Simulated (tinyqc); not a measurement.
# MOS capacitor on an n-type substrate, surface potential from the exact charge relation: several studies

Uniform n-type substrate, Boltzmann statistics, full ionisation, classical densities. psi is the surface potential against the body (positive when the bands bend down) and u = -psi/Vt. Traps are spread evenly over the gap and neutral at flat band, so their charge is -q Dit psi; the minority quasi-Fermi level is shifted by Vb.

Values chosen for this exercise; band and dielectric values close to those of silicon: temperature T = 300 K; band gap Eg = 1.14 eV; relative permittivity eps_r = 11.8; conduction-band density of states at T Nc = 2.85e19 cm^-3; valence-band density of states at T Nv = 2.61e19 cm^-3; electron affinity chi = 3.98 eV; donor density of the substrate N = 1.6e15 cm^-3; relative permittivity of the gate insulator (close to silicon dioxide) eox = 3.9; insulator thickness tox = 5.7 nm; gate work function phiM = 4.98 eV; fixed charge at the interface, in units of q Nf = -4.8e10 cm^-2; density of interface traps Dit = 0 cm^-2 eV^-1; reverse bias of the inversion layer against the body Vb = 1.9 V.

Constants: q = 1.602176634e-19 C, kB = 1.380649e-23 J/K, Vt = kB T/q, eps0 = 8.8541878128e-14 F/cm where lengths are in cm. Results are converted to the units shown.

Each table varies one quantity; the others keep the values above.

## Capacitance-voltage curves

ni = sqrt(Nc Nv) exp(-Eg/(2 Vt)), Eg in volts; phiF = Vt ln(N/ni); Cox = eps0 eox/tox; Vfb = phiM - chi - Vt ln(Nc/N) - q Nf/Cox; Q0 = sqrt(2 eps0 eps_r q N Vt); r = (ni/N)^2 exp(-Vb/Vt); VT = Vfb - [(2 phiF + Vb)(1 + q Dit/Cox) + sqrt(2 eps0 eps_r q N (2 phiF + Vb))/Cox]. u = -psi/Vt; F^2 = exp(-u) + u - 1 + r (exp(u) - u - 1); Qs = +sign(u) Q0 F; Cs = -dQs/dpsi = (Q0/Vt) |1 - exp(-u) + r (exp(u) - 1)|/(2 F). psi solves Vg = Vfb + psi + (q Dit psi - Qs)/Cox. Low frequency: 1/C_LF = 1/Cox + 1/(Cs + q Dit). High frequency, in the simple estimate in which traps and minority carriers do not follow: 1/C_HF = 1/Cox + 1/Cd, Cd being Cs with r = 0 at the same psi. Deep depletion: r = 0 and Dit = 0 both in the equation for psi and in Cs. Minority sheet density N_inv = (Q0/(2 q)) int_0^u r (exp(t) - 1)/F(t) dt for u > 0. N_inv under 1 cm^-2 is printed as 0. Regimes: accumulation when majority carriers gather, then depletion up to |psi| = phiF + Vb, weak inversion up to 2 phiF + Vb, strong inversion beyond.

Result of one run:
```
Vg (V)  psi (V)  C_LF/Cox  C_HF/Cox  C_deep/Cox  N_inv (cm^-2)     regime
0.27    -0.4644   0.02804   0.02804     0.02804              0  depletion
```

What becomes of these results when the gate voltage against the body Vg is changed from 0.27 to -1.5 V, all else the same?

Result of the changed run:
```
Vg (V)  psi (V)  C_LF/Cox  C_HF/Cox  C_deep/Cox  N_inv (cm^-2)     regime
-1.5     -2.203   0.01278   0.01278     0.01278           3251  depletion
```

The whole series:
```
Vg (V)  psi (V)  C_LF/Cox  C_HF/Cox  C_deep/Cox  N_inv (cm^-2)            regime
1.33     0.2105    0.8746    0.8746      0.8746              0      accumulation
0.97     0.1324    0.6088    0.6088      0.6088              0      accumulation
0.62    -0.1275   0.05610   0.05610     0.05610              0         depletion
0.27    -0.4644   0.02804   0.02804     0.02804              0         depletion
-0.09   -0.8157   0.02104   0.02104     0.02104              0         depletion
-0.44    -1.159   0.01763   0.01763     0.01763              0         depletion
-0.8     -1.513   0.01542   0.01542     0.01542              0         depletion
-1.15    -1.858   0.01392   0.01392     0.01392              0         depletion
-1.5     -2.203   0.01278   0.01278     0.01278           3251         depletion
-1.86    -2.558   0.03807   0.01186     0.01186        2.739e9  strong inversion
-2.21    -2.725    0.8156   0.01149     0.01113       6.900e11  strong inversion
-2.57    -2.769    0.9145   0.01140     0.01051       1.883e12  strong inversion
```

C_LF/Cox is lowest, 0.0128, at Vg = -1.5 V (depletion) among the rows listed and is 0.915 in the last row, where C_HF/Cox is 0.0114 and the deep-depletion value 0.0105. Vfb = 0.760 V, where C_HF/Cox = 0.144 (Cox in series with eps0 eps_r/LD), and VT = -1.84 V. Over the last two rows psi moves by only 0.12 V a volt of gate bias, since the inversion charge screens the body. In strong accumulation and inversion degeneracy and confinement, left out here, lower the capacitance.

## Effect of the fixed charge at the interface on threshold and swing

ni = sqrt(Nc Nv) exp(-Eg/(2 Vt)), Eg in volts; phiF = Vt ln(N/ni); Cox = eps0 eox/tox; Vfb = phiM - chi - Vt ln(Nc/N) - q Nf/Cox; VT = Vfb - [(2 phiF + Vb)(1 + q Dit/Cox) + sqrt(2 eps0 eps_r q N (2 phiF + Vb))/Cox]. gamma = sqrt(2 eps0 eps_r q N)/Cox; Wm = sqrt(2 eps0 eps_r (2 phiF + Vb)/(q N)); m = 1 + (eps0 eps_r/Wm + q Dit)/Cox; swing m Vt ln 10; Cmin/Cox = 1/(1 + Cox Wm/(eps0 eps_r)).

The same in every row: 2 phiF (V) = 0.6362; gamma (V^0.5) = 0.03820; Wm (nm) = 1438; m = 1.012; swing (mV/decade) = 60.24; Cmin/Cox = 0.01185.

Result of one run:
```
Nf (cm^-2)  Vfb (V)  VT (V)
8e11         0.5354  -2.062
```

What becomes of these results when the fixed charge at the interface, in units of q Nf is changed from 8e11 to 0 cm^-2, all else the same?

Result of the changed run:
```
Nf (cm^-2)  Vfb (V)  VT (V)
0            0.7470  -1.850
```

The whole series:
```
Nf (cm^-2)  Vfb (V)  VT (V)
-4e11        0.8528  -1.744
-2e11        0.7999  -1.797
0            0.7470  -1.850
2e11         0.6941  -1.903
4e11         0.6412  -1.956
6e11         0.5883  -2.009
8e11         0.5354  -2.062
```

As Nf goes from -4e11 to 8e11, VT falls from -1.74 to -2.06 V, the swing stays at 60.2 mV/decade and Cmin/Cox stays at 0.0119. The whole change of VT is that of Vfb: the curve shifts rigidly.

## Effect of the reverse bias of the inversion layer against the body on threshold and swing

Same model as above.

In this table Dit = 0 cm^-2 eV^-1.

The same in every row: Vfb (V) = 0.75966; 2 phiF (V) = 0.63621; gamma (V^0.5) = 0.038204.

Effect of the reverse bias of the inversion layer against the body on threshold and swing:
```
Vb (V)    VT (V)  Wm (nm)       m  swing (mV/decade)  Cmin/Cox
0       0.092978   720.14  1.0239             60.952  0.023388
0.4     -0.31544   919.05  1.0188             60.643  0.018420
0.8     -0.72233   1082.0  1.0159             60.475  0.015689
1.2      -1.1283   1223.4  1.0141             60.366  0.013901
1.6      -1.5337   1350.1  1.0128             60.287  0.012613
2        -1.9386   1465.9  1.0118             60.227  0.011628
2.4      -2.3431   1573.2  1.0110             60.179  0.010844
2.8      -2.7474   1673.6  1.0103             60.140  0.010200
```

Read the table: what changes, and by how much?

As Vb goes from 0 to 2.8, VT falls from 0.0930 to -2.75 V, the swing falls from 61.0 to 60.1 mV/decade and Cmin/Cox falls from 0.0234 to 0.0102. Vfb does not move. The slope |dVT/dVb| between the first two rows is 1.02, close to m (VT is counted against the body; against the source it is m - 1).

Numbers from tinyqc (`OMP_NUM_THREADS=1 python tinyqc.py 2060160 2060161 out.jsonl`; about 0.01 s on one thread of a shared Intel Xeon 2.30GHz).
